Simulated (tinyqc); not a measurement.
MOSFET in saturation, small-signal circuit and noise: effect of the temperature on speed and noise.

Bias by the inversion coefficient IC = I/Ispec (charge-based model with velocity saturation; weak inversion below 0.1, strong above 10). Common-source circuit: gm, gds, Cgs, Cgd and Cj at the inner nodes, Rg in series with the gate; quasi-static, no source or drain resistance, no gate-body capacitance, no substrate network, no induced gate noise, so fmax is an upper estimate.

Ispec = 2 n mu Cox (W/L) Vt^2, lc = Ls/L, gms = [sqrt((lc IC + 1)^2 + 4 IC) - 1]/[2 + lc (lc IC + 1)], gm = gms Ispec/(n Vt), gds = sg gm. qs = [sqrt(1 + 4 IC) - 1]/2, Cgs = Cox W L qs (2 qs + 3)/(3 (qs + 1)^2) + Cov W, Cgd = Cov W, Cd = Cj W, Rg = Rsh (Wf/L)/(12 Nf) + Rc/W with Nf = W/Wf fingers (not rounded) contacted at both ends. fT = gm/(2 pi (Cgs + Cgd)), fmax = fT/(2 sqrt(Rg (gds + 2 pi fT Cgd))). Channel noise Sid = 4 kB T gam n gm with gam = (1/2 + (2/3) qs)/(1 + qs) + gw lc IC, qs = [sqrt(1 + 4 IC) - 1]/2, lc = Ls/L (the last term an empirical rise with velocity saturation); at the gate, white noise Sw = Sid/gm^2 + 4 kB T Rg. Number fluctuation with correlated mobility: S(f) = K/f, K = q^2 Vt lt Nt/(W L Cox^2) (1 + ac mu Cox I/gm)^2, Vt in eV with Nt per eV. Corner fc = K/Sw. IC is held fixed, and so are mu, n, Ls and Nt.

Inputs (values chosen for the exercise): gate length L = 28 nm; total gate width W = 10 um; gate capacitance Cox = 0.92 uF/cm^2; mobility mu = 160 cm^2/(V s); slope factor n = 1.21; velocity-saturation length Ls = 15 nm; ratio gds/gm sg = 0.15; overlap and fringe capacitance per side Cov = 0.3 fF/um; drain junction capacitance Cj = 0.82 fF/um; sheet resistance of the gate Rsh = 15 ohm; finger width Wf = 2 um; gate contact and vertical resistance Rc = 50 ohm um; inversion coefficient IC = 8.6; short-channel excess of the noise factor gw = 0.13; oxide trap density Nt = 3.9e17 cm^-3 eV^-1; tunnelling length into the oxide lt = 0.1 nm; Coulomb scattering coefficient ac = 10000 V s/C.

Constants: q = 1.602176634e-19 C, kB = 1.380649e-23 J/K, Vt = kB T/q. Results are converted to the units shown.

The same in every row: Rg (ohm) = 22.86.

Effect of the temperature on speed and noise:
```
T (K)	I (uA)	fT (GHz)	fmax (GHz)	sqrt(Sw) (nV/Hz^0.5)	fc (MHz)
100	81.25	27.71	108.3	2.538	67.48
150	182.8	41.56	132.7	2.551	108.9
200	325.0	55.42	153.2	2.563	155.8
250	507.8	69.27	171.3	2.575	208.3
300	731.2	83.13	187.6	2.587	266.6
350	995.3	96.98	202.7	2.600	330.9
400	1300	110.8	216.7	2.612	401.4
```

As T goes from 100 to 400 K, fT rises from 27.7 to 111 GHz, fmax rises from 108 to 217 GHz, the white noise rises from 2.54 to 2.61 nV/Hz^0.5 and the corner rises from 67.5 to 401 MHz. At fixed IC and mobility the current goes as T^2 and gm as T, which is why fT rises; a real mobility would fall with T. For T = 100 to 150 K band tails and dopant freeze-out, left out here, change n and the noise.

Numbers from tinyqc (`OMP_NUM_THREADS=1 python tinyqc.py 2150070 2150071 out.jsonl`; about 0.01 s on one thread of a shared Intel Xeon 2.30GHz).
